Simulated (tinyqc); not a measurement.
Undoped symmetric double-gate MOSFET, analytic potential model: one step of the calculation.

An undoped body of thickness ts between two equal insulators and tied gates; long channel, electrons only, n = ni exp((psi - V)/Vt) with V the quasi-Fermi potential (0 at the source, Vd at the drain), constant mobility, no quantisation. Across the body psi(x) = V - 2 Vt ln[(ts/(2 beta)) sqrt(q ni/(2 eps0 eps_r Vt)) cos(2 beta x/ts)], x from the centre. Q is the electron charge per area of the whole body.

Task. Charges and drain current. beta (between 0 and pi/2) solves (Vg - V0 - V)/(2 Vt) = ln(beta) - ln(cos beta) + 2 r beta tan(beta). Q = 8 eps0 eps_r Vt beta tan(beta)/ts; I = mu (1/L)(4 eps0 eps_r/ts)(2 Vt)^2 [g(beta_s) - g(beta_d)] per width, g = beta tan(beta) - beta^2/2 + r beta^2 tan^2(beta), with beta_s at V = 0 and beta_d at V = Vd.

Inputs (values chosen for the exercise); material values close to those of silicon:
- T = 300 K (temperature)
- eps_r = 11.7 (relative permittivity of the semiconductor)
- ts = 25 nm (body thickness)
- mu = 120 cm^2/(V s) (channel mobility)
- L = 0.5 um (gate length)
- Vd = 1 V (drain voltage)

Constants: q = 1.602176634e-19 C, kB = 1.380649e-23 J/K, Vt = kB T/q, eps0 = 8.8541878128e-14 F/cm where lengths are in cm. Results are converted to the units shown.

beta_s = 0.20590459
beta_d = 8.5606926e-10
r = 0.24631579

Find: Qs; Qd; g(beta_s); g(beta_d); I.

Result.

Qs = 3.686 nC/cm^2
Qd = 6.281e-17 nC/cm^2
g(beta_s) = 0.02226
g(beta_d) = 3.664e-19
I = 0.02368 uA/um

The term r beta^2 tan^2(beta), which gives the square law, makes up 2.05 % of g at the source.

Numbers from tinyqc (`OMP_NUM_THREADS=1 python tinyqc.py 2440075 2440076 out.jsonl`; about 0.01 s on one thread of a shared Intel Xeon 2.30GHz).
